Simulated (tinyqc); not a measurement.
## Thickness from the transmission

Question. A dielectric of barrier phi1 and mass m1 carries the voltage V, so U = phi1 - V x/t1. At E = 0 the WKB exponent is S = (4 t1/(3 V)) sqrt(m1/C) [phi1^1.5 - max(phi1 - V, 0)^1.5], C = hbar^2/(2 m0), and T = exp(-S). Find S, t1 and the field.

Inputs (values chosen for the exercise):
- phi1 = 2.71 eV (barrier of layer 1 above the emitter Fermi level at zero bias)
- m1 = 0.41 m0 (tunnelling mass of layer 1)
- V = 1.6 V (voltage across the dielectric)

Constants: q = 1.602176634e-19 C, hbar = 1.054571817e-34 J s, m0 = 9.1093837015e-31 kg, hbar^2/(2 m0) = 0.0380998212 eV nm^2. Results are converted to the units shown.

T at E = 0 = 3.1201379e-13

Solution. At fixed V the exponent is proportional to t1.

S = 28.8
t1 = 3.20 nm
field = 5.00 MV/cm

Numbers from tinyqc (`OMP_NUM_THREADS=1 python tinyqc.py 2540132 2540133 out.jsonl`; about 0.03 s on one thread of a shared Intel Xeon 2.30GHz).
